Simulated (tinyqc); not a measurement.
# Worked calculation: input admittance of a MOSFET at zero drain bias: distributed channel and distributed gate

tinyqc, about 0.01 s, one thread, Intel Xeon 2.30GHz (shared host): `OMP_NUM_THREADS=1 python tinyqc.py 2262151 2262152 out.jsonl` Printed values are rounded.

Source and drain grounded, strong inversion, w = 2 pi f, Cox = eps0 eox/tox. The channel is an RC line of resistance 1/(mu Cox Vo) per square fed from both ends, so one finger has the intrinsic admittance y = i w Cox L tanh(g)/g per width, g = (1/2) sqrt(i w tau), tau = L^2/(mu Vo). The vertical resistance rv/L is in series with y, the overlaps 2 i w Cov in parallel: y_t = 1/(1/y + rv/L) + 2 i w Cov. The gate strip is a line of Rsh/L per length loaded by y_t, so a finger has Y = y_t Wf tanh(k)/k, k = (Wf/sd) sqrt(y_t Rsh/L); the device has Nf Y.

Inputs (values chosen for the exercise); values of the order met in silicon radio-frequency transistors:
- eox = 3.9 (relative permittivity of the gate insulator (close to silicon dioxide))
- tox = 3 nm (insulator thickness)
- L = 0.52 um (channel length)
- Wf = 1.5 um (finger width)
- Nf = 4 (number of fingers)
- mu = 190 cm^2/(V s) (channel mobility)
- Vo = 0.64 V (gate overdrive)
- Rsh = 6.1 ohm/square (sheet resistance of the gate)
- rv = 1.1 ohm um^2 (vertical resistivity of the gate stack)
- sd = 1 (number of ends at which a finger is contacted)
- Cov = 0.18 fF/um (overlap and fringe capacitance on each side)
- f = 36 GHz (frequency)

Constants: eps0 = 8.8541878128e-14 F/cm where lengths are in cm. Results are converted to the units shown.

## Low-frequency resistances and capacitance

Low-frequency limits, with c = Cox L and ct = c + 2 Cov: R_strip = Rsh Wf/(3 sd^2 L Nf), R_ch = (c/ct)^2 L/(12 mu Cox Vo Wf Nf), R_vert = (c/ct)^2 rv/(L Wf Nf), C = ct Wf Nf.

parts (ohm): strip 1.46635, channel 45.9107, vertical 0.313694
sum = 47.6907 ohm
C = 38.0726 fF
1/(2 pi R C) = 87.6544 GHz

The channel term is the largest, 96.3 % of the sum.

## Admittance of the channel and stack per width

tau, g, c = Cox L, y and y_t as defined.

tau = 22.2368 ps
g = 0.792926+0.792926i
c = 5.98543 fF/um
y = 452.15+1127.20i uS/um
y_t = 454.40+1206.47i uS/um

w tau = 5.03, and Im y is 0.833 of w c.

## Input impedance of the device

k and Y as defined; Z = 1/(Nf Y) = R + 1/(i w C); Q = |Im Z|/R; signal at the point farthest from a contact |1/cosh k|.

k = 0.151692+0.104962i
Nf Y = 2.79128+7.18042i mS
R = 47.0311 ohm
C = 36.5415 fF
Q = 2.57245
signal at the far point = 0.993950

R is 1.4 % below its low-frequency limit and C is 4.0 % below its own.
